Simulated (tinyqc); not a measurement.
# Deal-Grove kinetics of thermal oxidation of silicon, step by step

A worked calculation. Computed by tinyqc, a small Python program that keeps every step. Command: `OMP_NUM_THREADS=1 python tinyqc.py 3026912 3026913 out.jsonl oxide walk`. One thread of a shared host (Intel(R) Xeon(R) Processor @ 2.30GHz), about 0.06 s of CPU time with the checks. Intermediate numbers are printed to about 6 digits and carried at full precision; extremes and crossings named in words are read from the listed rows.

Oxidant diffuses through the oxide and reacts at the interface, so that dx/dt = B/(A + 2x) for the oxide thickness x.

Inputs (values chosen for the exercise, close to those used for silicon): prefactor B0 = 744 um^2/h; activation energy E_B = 1.22 eV; prefactor (B/A)0 = 3.3e+06 um/h; activation energy E_A = 1.99 eV; temperature T = 1025 C; oxidant pressure p = 0.25 atm; pressure exponent m of B/A = 0.74; initial oxide x_i = 0.025 um; time t = 12 h; ratio c of the extra rate to B/A = 4.1; decay length L = 0.0064 um.

Ambient: dry oxygen. Surface: (100). Extension: thin-film term.

Constants: k_B = 8.617333262e-05 eV/K.

## Rate constants

B = B0 p exp(-E_B/(k_B T)), B/A = (B/A)0 p^m exp(-E_A/(k_B T)), p in atm; A = B/(B/A). Temperatures in kelvin are T(C) + 273.15.

parabolic constant B = 0.00341299 um^2/h

linear constant B/A = 0.0222463 um/h

length A = 0.153418 um

Reaction at the interface limits growth while x is well below A/2 = 0.0767 um, diffusion once x is well above it.

## Thickness after the oxidation

tau = (x_i^2 + A x_i)/B and x = (A/2) [sqrt(1 + 4 B (t + tau)/A^2) - 1], the root of x^2 + A x = B (t + tau). Silicon consumed is 0.44 times the oxide grown; the rate is B/(A + 2x).

tau = 1.30691 h

oxide thickness x = 0.149787 um

silicon consumed = 0.0549064 um

final growth rate = 0.00753431 um/h

2x/A = 1.95: reaction and diffusion both resist, diffusion with a share 2x/(A + 2x) = 0.66.

## Full law against its linear and parabolic limits

Linear limit x = (B/A)(t + tau); parabolic limit x = sqrt(B (t + tau)).

Thickness (um):
```
t (h)      full  linear limit  parabolic limit     2x/A
0.05   0.025835      0.030186         0.068052  0.33680
0.1    0.026664      0.031298         0.069295  0.34760
0.25   0.029111      0.034635         0.072895  0.37950
0.5    0.033069      0.040197         0.078530  0.43110
1      0.040584      0.051320         0.088732  0.52907
2      0.054328      0.073566         0.106238  0.70823
4      0.078200      0.118059         0.134582  1.01943
8      0.117323      0.207044         0.178226  1.52946
16     0.178149      0.385015         0.243040  2.32239
32     0.269066      0.740956         0.337159  3.50761
```

Both limits lie above the full result, since each drops one resistance. The linear law overshoots by 17 % in the first row and 180 % in the last, the parabolic law by 160 % and 25 %. The better limit switches between 4 and 8 h; both give the same value where B (t + tau) = A^2, at 2x/A = sqrt5 - 1 = 1.24.

## A single trial Runge-Kutta step of the thin-film equation

With f(x) = B/(A + 2x) + c (B/A) exp(-x/L) and h = L/(4 f(x_i)): k1 = f(x_i), k2 = f(x_i + h k1/2), k3 = f(x_i + h k2/2), k4 = f(x_i + h k3), x = x_i + h (k1 + 2 k2 + 2 k3 + k4)/6.

step h = 0.0859617 h

k1 to k4 (um/h): [0.0186129, 0.0182664, 0.0182726, 0.0179585]

x after the step = 0.0265709 um

## Thickness with the thin-film term

Thin-film (Massoud) form: dx/dt = B/(A + 2x) + c (B/A) exp(-x/L), integrated from x_i by fourth-order Runge-Kutta in 2000 steps, the i-th of length (2 i - 1) t/2000^2.

thickness with the thin-film term = 0.150126 um

The extra term adds 0.338 nm to the Deal-Grove value.

## What the thin-film term adds

The formulas are those given above.

Thickness:
```
t (h)  Deal-Grove (um)  with the term (um)  difference (nm)
0.02          0.025335            0.025371         0.035592
0.05          0.025835            0.025921         0.085068
0.1           0.026664            0.026822         0.158171
0.3           0.029915            0.030277         0.362541
1             0.040584            0.041164         0.580223
3             0.066761            0.067293         0.532203
10            0.134181            0.134544         0.363418
30            0.259050            0.259279         0.228381
```

The gain reaches at most 0.580 nm among these rows, at 1 h, and then shrinks, because the thicker film grows more slowly once diffusion matters. If the base rate kept its starting value B/(A + 2 x_i), the gain would level off at L ln(1 + c (1 + 2 x_i/A) exp(-x_i/L)) = 0.664 nm.

Checks made by the program: closed form against Runge-Kutta integration of dx/dt (relative difference below 1e-10).
